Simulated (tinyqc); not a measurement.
Charge state against the Fermi level: deep level with several charge states.

Energies from Ev. The defect has charge states 0, -1, -2 with weights 1, gm exp((EF - E1)/kT), exp((2 EF - E1 - E2)/kT); the shares are the weights over their sum. Boltzmann carriers: n = Nc exp((EF - Eg)/kT), p = Nv exp(-EF/kT). Neutrality: p - n + Nd + Nt <q> = 0.

Constants: kB = 8.617333262e-05 eV/K.

Parameters, chosen for this exercise (gap and densities of states near those of GaN at this temperature; shifted at random, so the results belong to these values and not to a real crystal): E1 = 0.941 eV (level (0/-1) above Ev); E2 = 2.345 eV (level (-1/-2) above Ev); gm = 2 (degeneracy of the middle state, the others 1); T = 250 K.

Shares:
```
EF (eV)      0     -1     -2     <q>
0.208    1.000  0.000  0.000   0.000
0.485    1.000  0.000  0.000   0.000
0.762    1.000  0.000  0.000   0.000
1.039    0.005  0.995  0.000  -0.995
1.593    0.000  1.000  0.000  -1.000
1.870    0.000  1.000  0.000  -1.000
2.147    0.000  1.000  0.000  -1.000
2.424    0.000  0.049  0.951  -1.951
2.701    0.000  0.000  1.000  -2.000
2.978    0.000  0.000  1.000  -2.000
3.255    0.000  0.000  1.000  -2.000
```

Give the missing row, EF (eV) = 1.316.

Computed row:
```
EF (eV)      0     -1     -2     <q>
1.316    0.000  1.000  0.000  -1.000
```

Where the levels are several kT apart the middle state rules between about E1 - kT ln gm = 0.926 and E2 + kT ln gm = 2.360 eV; its largest share listed is 1.000. Each step spreads from 10 % to 90 % over 4.4 kT = 0.095 eV.

Computed by tinyqc, a small Python program: `OMP_NUM_THREADS=1 python tinyqc.py 1680909 1680910 out.jsonl` (the numbers bound the seed that draws the inputs); one thread of a shared host (Intel(R) Xeon(R) Processor @ 2.30GHz), about 0.01 s for the whole set of steps.
